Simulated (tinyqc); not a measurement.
Classical nucleation, growth and JMAK kinetics of crystallisation from a melt or glass: one step, computed by the program tinyqc. Command: `OMP_NUM_THREADS=1 python tinyqc.py 3004007 3004008 out.jsonl nucl walk`. One thread of a shared host (Intel(R) Xeon(R) Processor @ 2.30GHz), about 0.01 s of CPU time with the checks.

A spherical nucleus cap on a flat wall with a sharp interface of isotropic energy gamma; lambda = Omega^(1/3) is the jump distance.

Question. Steady nucleation rate. Driving force per volume: dG = H (T_m - T)/T_m. Shape factor f = (2 + cos theta)(1 - cos theta)^2/4. W(r) = f [4 pi r^2 gamma - (4/3) pi r^3 dG]; r* = 2 gamma/dG; W* = f 16 pi gamma^3/(3 dG^2); n* = f (4/3) pi r*^3/Omega. D = D0 exp(-Q/(k_B T)); attachment rate k+ = (A*/lambda^2) D/lambda^2 with A* = 2 pi r*^2 (1 - cos theta); Zeldovich factor Z = sqrt(W*/(3 pi k_B T))/n*; sites per volume N = S_v/lambda^2; I = N Z k+ exp(-W*/(k_B T)); lag time = 1/(4 pi Z^2 k+).

Inputs (values chosen for the exercise, for a model substance):

| quantity | value | unit |
|---|---|---|
| melting point T_m | 1660 | K |
| heat of melting per volume H | 3400 | J/cm^3 |
| interface energy gamma | 0.455 | J/m^2 |
| atomic volume Omega | 21 | angstrom^3 |
| temperature T | 1265 | K |
| diffusion prefactor D0 | 2.5e-07 | m^2/s |
| activation energy Q | 2.47 | eV |
| contact angle theta | 55 | degrees |
| wall area per volume S_v | 2.2e+06 | 1/m |

Nucleation: on a flat wall. Driving force: Turnbull (linear).

Constants: k_B = 8.617333262e-05 eV/K; k_B = 1.380649e-23 J/K.

Give: diffusivity D; attachment rate k+; Zeldovich factor Z; sites N; nucleation rate I; lag time.

Answer.

diffusivity D = 3.609e-17 m^2/s

attachment rate k+ = 21117 1/s

Zeldovich factor Z = 0.03942

sites N = 2.890e+25 1/m^3

nucleation rate I = 2.325e+21 1/(m^3 s)

lag time = 0.002425 s
